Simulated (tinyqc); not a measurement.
MOSFET in the linear regime without short-channel effects, parameter extraction from computed curves: two steps of the calculation.

Inversion charge Q = Cox n Vt W0(exp((Vg - VT)/(n Vt))), W0 the Lambert function and n = nf; u = Q/Cox; mobility mu = mu0/(1 + th1 u + th2 u^2); channel resistance Rch = (L - dL)/(W mu Q); Id = Vd/(Rch + Rsd/W). Cox = eps0 eox/tox. Small Vd, no channel-length or drain effects.

Parameters, values chosen for the exercise; channel values of the order met in silicon transistors: temperature T = 300 K; relative permittivity of the gate insulator (close to aluminium oxide) eox = 8.89; insulator thickness tox = 3.4 nm; low-field mobility mu0 = 310 cm^2/(V s); first mobility attenuation factor th1 = 0.28 1/V; second mobility attenuation factor th2 = 0.23 1/V^2; threshold voltage VT = 0.36 V; body factor nf = 1.24; gate width W = 0.5 um; drawn gate length L = 0.09 um; drawn less effective length dL = 0.002 um; source plus drain resistance Rsd = 220 ohm um; drain voltage Vd = 0.025 V.

Constants: q = 1.602176634e-19 C, kB = 1.380649e-23 J/K, Vt = kB T/q, eps0 = 8.8541878128e-14 F/cm where lengths are in cm. Results are converted to the units shown.

Task 1. Transfer curve. u, mu, Rch and Id as defined.

Vg, point 0 to 9 (V): [0.16, 0.26, 0.36, 0.46, 0.56, 0.66, 0.76, 0.86, 0.96, 1.06]

Wanted: u; mu; Rch; Id.

Result 1.

```
point      u (V)  mu (cm^2/(V s))  Rch (ohm)    Id (uA)
0      6.2447e-5           309.99   3.9271e6  0.0063653
1      0.0013575           309.88   1.8072e5    0.13800
2       0.018181           308.41      13558     1.7859
3       0.073430           303.39     3412.5     6.4893
4        0.15044           295.99     1707.3     11.643
5        0.23600           287.33     1121.1     16.015
6        0.32568           277.88     840.02     19.531
7        0.41770           267.91     679.33     22.335
8        0.51123           257.63     577.20     24.577
9        0.60579           247.20     507.65     26.381
```

Task 2. Threshold and mobility at the peak transconductance. gm_i = (Id_(i+1) - Id_(i-1))/(Vg_(i+1) - Vg_(i-1)); at the point j of largest gm the tangent meets the axis at V_ext = Vg_j - Id_j/gm_j; field-effect mobility gm_j L/(W Cox Vd) with the drawn L.

```
point  Vg (V)       Id (uA)
0        0.16  0.0063652579
1        0.26    0.13800177
2        0.36     1.7859169
3        0.46     6.4893293
4        0.56     11.642691
5        0.66     16.014523
6        0.76     19.530886
7        0.86     22.334874
8        0.96     24.577342
9        1.06     26.380973
```

Wanted: gm; j; V_ext; field-effect mobility.

Result 2.

gm, point 1 to 8 (uS): [8.8978, 31.757, 49.284, 47.626, 39.441, 31.602, 25.232, 20.230]
j = 3
V_ext = 0.32833 V
field-effect mobility = 153.27 cm^2/(V s)

V_ext is 32 mV below the model VT, and the mobility so found is 52 % below mu0 L/(L - dL) = 317 cm^2/(V s), the value for the drawn L; attenuation, series resistance and the slow approach of Q to a straight line all lower the peak gm.

Program tinyqc, `OMP_NUM_THREADS=1 python tinyqc.py 2210003 2210004 out.jsonl`; Intel Xeon 2.30GHz, shared host, one thread, about 0.01 s.
